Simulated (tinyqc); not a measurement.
Changing the fraction x of B: cluster expansion of a binary alloy: correlations, fit, cross-validation and ground states. Computed by tinyqc, a small Python program. Command: `OMP_NUM_THREADS=1 python tinyqc.py 3020404 3020405 out.jsonl clex sweep`. One thread of a shared host (Intel(R) Xeon(R) Processor @ 2.30GHz), about 0.1 s of CPU time with the checks.

s = +1 for A and -1 for B. Energy per site E = J0 + J1 P(point) + sum over clusters of m V P, with P the mean product of spins; V > 0 on a pair favours unlike neighbours. Clusters per site m: pair 1 2, pair 2 2, pair 3 2, triplet 4; the triplet is two first-neighbour bonds at a right angle. Formation energies are counted from the line between pure A and pure B, which removes J0 and J1.

Inputs (values chosen for the exercise, for a model alloy):
```
quantity                    value  unit
first-pair interaction V1    18.6   meV
second-pair interaction V2   -4.5   meV
third-pair interaction V3    -1.1   meV
triplet interaction Vt        2.6   meV
temperature T                2000     K
```

Lattice: square.

Constants: k_B = 8.617333262e-05 eV/K.

Method. Random alloy: P(pair) = p^2, P(triplet) = p^3, p = 1 - 2x, so H_mix = (p^2 - 1) sum m V(pairs) + (p^3 - p) m Vt; G_mix = H_mix + k_B T [x ln x + (1 - x) ln(1 - x)]. To first order in 1/T the Warren-Cowley parameter of shell 1 is alpha_1 = -(1 - p^2) V_eff/(k_B T), V_eff = V1 + (number of triplets on a first-neighbour bond) p Vt, that number being 4.

One run for each value:
```
fraction x of B  mixing enthalpy H_mix (meV/site)  mixing free energy G_mix (meV/site)   alpha_1
0.05                                      -6.7184                               -40.93  -0.03082
0.15                                     -16.9728                               -89.83  -0.07658
0.25                                     -23.4000                              -120.32  -0.10357
0.35                                     -26.4992                              -138.08  -0.11468
0.45                                     -26.7696                              -145.37  -0.11282
0.55                                     -24.7104                              -143.31  -0.10087
0.65                                     -20.8208                              -132.41  -0.08174
0.75                                     -15.6000                              -112.52  -0.05831
0.85                                      -9.5472                               -82.40  -0.03350
0.95                                      -3.1616                               -37.38  -0.01019
```

Over the rows, mixing enthalpy H_mix (meV/site) goes from -6.72 through a minimum among these rows, -26.8 at 0.450, to -3.16; mixing free energy G_mix (meV/site) goes from -40.9 through a minimum among these rows, -145 at 0.450, to -37.4; alpha_1 goes from -0.0308 through a minimum among these rows, -0.115 at 0.350, to -0.0102. Pairs alone give a parabola symmetric about x = 1/2; the triplet tilts it, and H_mix(0.25) - H_mix(0.75) = -7.80 meV.

Extremes, crossings and ranges named in words are read from the listed rows.
